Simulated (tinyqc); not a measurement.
Non-radiative capture by multiphonon emission, one effective mode: one step, computed by the program tinyqc. Command: `OMP_NUM_THREADS=1 python tinyqc.py 3013768 3013769 out.jsonl capture walk`. One thread of a shared host (Intel(R) Xeon(R) Processor @ 2.30GHz), about 0.01 s of CPU time with the checks.

The initial state (free carrier plus empty centre) lies dE above the final state; both have the same frequency and are displaced by dQ.

Problem. Geometry of the two curves. dQ = sqrt(2 S (hbar^2/u)/hbar omega); relaxation energy lambda = S hbar omega; phonons needed P = dE/hbar omega; classical barrier E_b = (dE - lambda)^2/(4 lambda); occupation n = 1/(exp(hbar omega/k_B T) - 1).

Inputs (values chosen for the exercise, with mass, screening and phonons like those of germanium):
```
quantity                  value  unit
energy released dE        0.303    eV
phonon energy hbar omega   17.7   meV
Huang-Rhys factor S        9.29     -
temperature T               400     K
```

Centre: neutral.

Constants: hbar^2/u = 4.18015928e-03 eV angstrom^2; k_B = 8.617333262e-05 eV/K.

Give: dQ; lambda; P; classical barrier E_b; occupation n.

Solution.

dQ = 2.095 u^(1/2) angstrom

lambda = 0.164433 eV

P = 17.12

classical barrier E_b = 0.02919 eV

occupation n = 1.490

dE exceeds lambda: the inverted case usual for deep centres, in which the curves cross on the far side of the initial minimum.
